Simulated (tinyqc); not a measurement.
# Capacitance measurement on a leaky thin oxide: effects of series resistance and leakage: effects of single changes

The device is a capacitance C in parallel with a leakage conductance G, in series with Rs and Ls. An impedance meter reports either a parallel pair (Cp, Gp) from Y = 1/Z = Gp + i w Cp or a series pair (Cs, Rm) from Z = Rm + 1/(i w Cs); w = 2 pi f, dissipation D = Gp/(w |Cp|).

Inputs (values chosen for the exercise); values of the order met in thin-oxide MOS capacitors:
- eox = 22.6 (relative permittivity of the gate insulator (close to hafnium oxide))
- tox = 9 nm (insulator thickness)
- A = 100 um^2 (gate area)
- zc = 0.48 nm (oxide-equivalent thickness added by the accumulation layer)
- zp = 0 nm (oxide-equivalent thickness added by gate depletion)
- Jg = 0.00022 A/cm^2 (gate leakage current density, not matched to the thickness)
- Vs = 0.32 V (voltage for an e-fold rise of the leakage)
- Rs = 130 ohm (series resistance)
- Ls = 0 nH (series inductance)
- f = 50000 Hz (measuring frequency)

Constants: eps0 = 8.8541878128e-14 F/cm where lengths are in cm. Results are converted to the units shown.

Each table varies one quantity; the others keep the values above.

## Readings against frequency

EOT = 3.9 tox/eox; CET = EOT + zc + zp; C = 3.9 eps0 A/CET; G = Jg A/Vs. Z = Rs + i w Ls + 1/(G + i w C); CET read from Cp = 3.9 eps0 A/Cp; errors under 0.001 % are printed as 0.

The same in every row: C (pF) = 1.698.

Readings against frequency:
```
f (Hz)  Cp (pF)  Cs (pF)         D  error of Cp (%)  error of Cs (%)  CET read from Cp (nm)
1000      1.698    1.706   0.06442                0            0.415                  2.033
3000      1.698    1.699   0.02148                0           0.0461                  2.033
10000     1.698    1.699  0.006456                0          4.15e-3                  2.033
30000     1.698    1.698  0.002189                0                0                  2.033
1e5       1.698    1.698  7.830e-4                0                0                  2.033
3e5       1.698    1.698  6.309e-4                0                0                  2.033
1e6       1.698    1.698  0.001452                0                0                  2.033
3e6       1.698    1.698  0.004183         -1.75e-3                0                  2.033
1e7       1.698    1.698   0.01388          -0.0193                0                  2.033
3e7       1.696    1.698   0.04162           -0.173                0                  2.037
```

D goes from 0.0644 through a minimum of 6.31e-4 (at f = 3e5 Hz among the rows listed) to 0.0416; without inductance its minimum lies at f = sqrt(G (1 + G Rs)/Rs)/(2 pi C) = 2.15e5 Hz. The error of Cp goes from 0 to -0.173 % and that of Cs from 0.415 to 0 %; at low frequency Cp tends to C/(1 + G Rs)^2 and Cs grows as 1 + (G/(w C))^2. One of the two readings is within 2 % of C for f = 1000, 3000, 10000, 30000, 1e5, 3e5, 1e6, 3e6, 1e7, 3e7 Hz.

## Effect of the gate leakage current density, not matched to the thickness

Same model as above.

The same in every row: C (pF) = 1.6985.

Results:
```
Jg (A/cm^2)  Cp (pF)   Cs (pF)          D  error of Cp (%)  error of Cs (%)  CET read from Cp (nm)
1e-5          1.6985    1.6985  1.2793e-4                0                0                 2.0331
0.0001        1.6985    1.6985  6.5503e-4                0                0                 2.0331
0.001         1.6985    1.6985  0.0059260                0          3.43e-3                 2.0331
0.02          1.6984    1.7218    0.11720         -1.63e-3             1.37                 2.0331
0.2           1.6982    4.0287     1.1715          -0.0162              137                 2.0334
2             1.6957    234.72     11.723           -0.162           1.37e4                 2.0364
300           1.3495  5.2431e6     1971.1            -20.5           3.09e8                 2.5589
```

Estimate the missing row, Jg = 30 A/cm^2.

Computed row:
```
Jg (A/cm^2)  Cp (pF)  Cs (pF)       D  error of Cp (%)  error of Cs (%)  CET read from Cp (nm)
30            1.6578    52433  177.84            -2.39           3.09e6                 2.0830
```

With this row back in the table: As Jg goes from 1e-5 to 300, the error of Cp goes from 0 to -20.5 %, that of Cs from 0 to 3.09e8 %, and D rises from 1.28e-4 to 1970. The CET read from Cp goes from 2.03 to 2.56 nm against the true 2.03 nm. For Jg = 0.2, 2, 30, 300 D exceeds 1, where the accuracy of real meters degrades in proportion to sqrt(1 + D^2).

tinyqc, about 0.01 s, one thread, Intel Xeon 2.30GHz (shared host): `OMP_NUM_THREADS=1 python tinyqc.py 2022052 2022053 out.jsonl`
